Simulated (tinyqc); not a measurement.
Ballistic transport through the one-dimensional subbands of a rectangular nanowire or nanosheet channel. From line density n back to gate voltage above flat band V_G. Computed by tinyqc, a small Python program. Command: `OMP_NUM_THREADS=1 python tinyqc.py 3001047 3001048 out.jsonl wire inv`. One thread of a shared host (Intel(R) Xeon(R) Processor @ 2.30GHz), about 0.07 s of CPU time with the checks.

Hard walls, parabolic subbands, transport along x. Energies are counted from the bulk conduction band edge at the top of the barrier, which the gate pulls down by U; the source Fermi level lies at the bulk edge when U = 0.

Inputs (values chosen for the exercise, modelled on silicon):
```
quantity                      value  unit
light mass m_t                  0.2   m_0
heavy mass m_l                0.919   m_0
height a                        3.4    nm
width b                         3.9    nm
equivalent oxide thickness t    2.4    nm
drain voltage V_D              0.33     V
temperature T                   300     K
```

Valleys: silicon [100] wire.

Constants: hbar^2/(2 m_0) = 3.80998212 eV angstrom^2; k_B = 8.617333262e-05 eV/K; m_0 = 9.1093837015e-31 kg; k_B = 1.380649e-23 J/K; hbar = 1.054571817e-34 J s; eps_0 = 8.8541878128e-12 F/m; e = 1.602176634e-19 C; h = 6.62607015e-34 J s.

Method:
- E_pq = (hbar^2 pi^2/2)(p^2/(m_y b^2) + q^2/(m_z a^2)); valley pairs: (m_x, m_y, m_z) = (m_t, m_t, m_l), (m_t, m_l, m_t), (m_l, m_t, m_t), each with degeneracy g = 2; the 10 lowest subbands are kept.
- F_j(eta) = (1/Gamma(j + 1)) int_0^infinity x^j/(1 + exp(x - eta)) dx, F_0 = ln(1 + exp(eta)). Integrals over x = E/(k_B T) use 160 Gauss-Legendre points in u = sqrt(x) from 0 to sqrt(max(eta, 0) + 32).
- With degeneracy g = 2, eta_i = (U - E_i)/(k_B T) and u = e V_D/(k_B T): line density n = sum_i g sqrt(2 m_x k_B T/pi)/(2 hbar) [F_-1/2(eta_i) + F_-1/2(eta_i - u)]; gate: e n = C_ox (V_G - U/e), C_ox = 3.9 eps_0 2 (a + b)/t (flat-plate estimate); I = (2 e k_B T/h) sum_i g [F_0(eta_i) - F_0(eta_i - u)].

Task: A run gave the result below. Find the gate voltage above flat band V_G, known to lie between 0.69 and 1.6 V.

line density n = 0.8670396 1/nm

Result:

Each step takes the trial c = (a f_b - b f_a)/(f_b - f_a), f being the result less the target and a, b, c the logarithms of the listed values; c replaces end b, the old b replaces a if the sign of f changed, and otherwise f_a is halved.

Scan of the range:
```
gate voltage above flat band V_G (V)  line density n (1/nm)
0.690                                               0.62099
0.794                                               0.74190
0.913                                               0.88195
1.050                                               1.04522
1.210                                               1.23811
1.390                                               1.45708
1.600                                               1.71407
```

False position (Illinois rule, in the logarithm of the input) inside the bracket:
```
step     end a     end b     trial  line density n (1/nm)
1     0.794000  0.913000  0.899525               0.866005
2     0.913000  0.899525  0.900393               0.867032
3     0.913000  0.900393  0.900406               0.867047
4     0.900393  0.900406  0.900400               0.867040
```

Line density n rises at every point of a 13-point scan of the range (every second point is shown), so one value fits; it is bracketed by 0.794 and 0.913. Answer: gate voltage above flat band V_G = 0.9004 V.
